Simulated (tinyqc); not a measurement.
CIS on RHF in the 6-31g basis, for H2, spin multiplicity 1, step by step. One step of it, computed by the program tinyqc.

Task: CIS matrix, singlets. A(ia,jb) = (e_a - e_i) d_ij d_ab + 2 (ia|jb) - (ij|ab).

orbital energies (hartree): [-0.514740, 0.152362, 0.931649, 1.129201]

Two-electron integrals over orbitals (pq|rs), unique and non-zero (hartree):
```
(11|11) 0.554567    (21|21) 0.111805    (22|11) 0.440252    (22|22) 0.403300
(31|11) 0.128566    (31|22) 0.070611    (31|31) 0.091377    (32|21) 0.015692
(32|32) 0.039204    (33|11) 0.498904    (33|22) 0.405744    (33|31) 0.118019
(33|33) 0.474542    (41|21) -0.079926   (41|32) -0.052388   (41|41) 0.105884
(42|11) -0.134807   (42|22) -0.074797   (42|31) -0.081042   (42|33) -0.120929
(42|42) 0.083565    (43|21) -0.124923   (43|32) -0.044156   (43|41) 0.124109
(43|43) 0.179248    (44|11) 0.554464    (44|22) 0.447662    (44|31) 0.164530
(44|33) 0.527058    (44|42) -0.159987   (44|44) 0.612918
```

Give: CIS matrix A, singlet.

Result:

CIS matrix A, singlet (hartree), order 1>2, 1>3, 1>4:
```
[[0.4505, 0.0000, -0.0250],
 [0.0000, 1.1302, 0.0000],
 [-0.0250, 0.0000, 1.3012]]
```
